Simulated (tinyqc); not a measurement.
Plane-wave Kohn-Sham cycle with exchange-only LDA in a layered model solid, step by step. One step of it, computed by the program tinyqc.

Task: Iteration 2: Hamiltonian at one k. H(m,m') = (k + G_m)^2/2 delta + V(G_m - G_m'), with V(-G) = V(G).

A solid whose potential varies along x alone (atomic units):
```
parameter                      value
period a                   17.100000
cross-section of the cell  29.000000
electrons per cell                 2
grid points                       16
plane waves -n..n, n               3
k points                           2
V1 in V1 cos(2 pi x/a)     -0.740000
V2 in V2 cos(4 pi x/a)     -0.010000
```

V(G_m), m = 0, 1, 2, ... (hartree): -0.156338  -0.341040  -0.002180  -0.000152  -0.000240  -0.000049  0.000019

k = 0.250000 2 pi / a

Give: H.

Result:

H (hartree), lower triangle:
```
         -3       -2       -1       +0       +1       +2      +3
-3   0.3542
-2  -0.3410   0.0504
-1  -0.0022  -0.3410  -0.1184
+0  -0.0002  -0.0022  -0.3410  -0.1521
+1  -0.0002  -0.0002  -0.0022  -0.3410  -0.0509
+2   0.0000  -0.0002  -0.0002  -0.0022  -0.3410   0.1854
+3   0.0000   0.0000  -0.0002  -0.0002  -0.0022  -0.3410  0.5567
```
